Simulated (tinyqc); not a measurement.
## Density and mobility of a removed layer (differential Hall)

Question. For layers in parallel the sheet conductance g = 1/Rs and the product g mu_H (mu_H signed, unit Hall factors) are additive. Find the sheet density and mobility of the layer that was removed, and its share of the conductance.

Constants: q = 1.602176634e-19 C. Results are converted to the units shown.

Rs before and after removing the top layer (ohm/square): [3049.1007, 40009.674]
apparent mobility before and after, signed (cm^2/(V s)): [65.496336, 120]

Answer. The differences give g1 = q n mu and g1 mu = q n mu^2; their ratio is mu and g1^2/(q g1 mu) is n.

sheet density = 3.10e13 cm^-2
mobility = 61.0 cm^2/(V s)
share of the conductance = 92.4 %

Program tinyqc, `OMP_NUM_THREADS=1 python tinyqc.py 2850208 2850209 out.jsonl`; Intel Xeon 2.30GHz, shared host, one thread, about 0.01 s.
